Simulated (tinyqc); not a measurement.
Away from the valley: two-band massive Dirac model of the K valleys.

Basis (conduction, valence): H = [[D/2, a t (tau kx - i ky)], [a t (tau kx + i ky), -D/2 + lam tau sz]], valley tau = +/-1, spin sz = +/-1. The gap of a spin and valley is G = D - lam tau sz. Berry curvature Omega = curl of i<u|grad u>; for the conduction band Omega_c = -tau 2 a^2 t^2 G/(G^2 + 4 a^2 t^2 k^2)^(3/2), and Omega_v = -Omega_c.

Values chosen for the exercise (near those used for monolayer MoS2; shifted at random, so the results belong to these values and not to a real crystal):
- a = 3.186 angstrom (lattice constant)
- D = 1.66 eV (gap parameter)
- t = 1.06 eV (effective hopping)
- lam = 0.078 eV (half the valence spin splitting)

Flavour tau = +1, sz = +1. Parabolic transition energy G + 2 a^2 t^2 k^2/G; degree of circular polarisation eta = 2 cos(theta)/(1 + cos^2(theta)). The last column is the Berry flux of the conduction band inside |k|, over 2 pi: -(1 - cos(theta))/2, cos(theta) = G/(transition energy).

Along |k|:
```
|k| (1/angstrom)  transition (eV)  parabolic (eV)  Omega_c (angstrom^2)     eta  flux/2 pi
0.000                      1.5820          1.5820                -9.114  1.0000     0.0000
0.025                      1.5910          1.5910                -8.961  1.0000    -0.0028
0.050                      1.6176          1.6180                -8.525  0.9998    -0.0110
0.075                      1.6611          1.6631                -7.873  0.9988    -0.0238
0.100                      1.7202          1.7262                -7.090  0.9965    -0.0402
0.150                      1.8786          1.9064                -5.443  0.9854    -0.0789
0.200                      2.0803          2.1587                -4.008  0.9636    -0.1198
0.300                      2.5707          2.8797                -2.124  0.8927    -0.1923
```

What does the comparison show?

The curvature halves at |k| = 0.180 1/angstrom, where 2 a t k = 0.766 G. At 0.3 the parabola is 309 meV too high, eta has fallen only to 0.893, and the flux has reached -0.192 of the -1/2 that a whole cone holds. The real bands leave this model beyond about 0.1 to 0.2 1/angstrom, where trigonal warping and other bands enter.

Program tinyqc; command `OMP_NUM_THREADS=1 python tinyqc.py 1481230 1481231 out.jsonl`; about 0.01 s on one thread of a shared Intel(R) Xeon(R) Processor @ 2.30GHz.
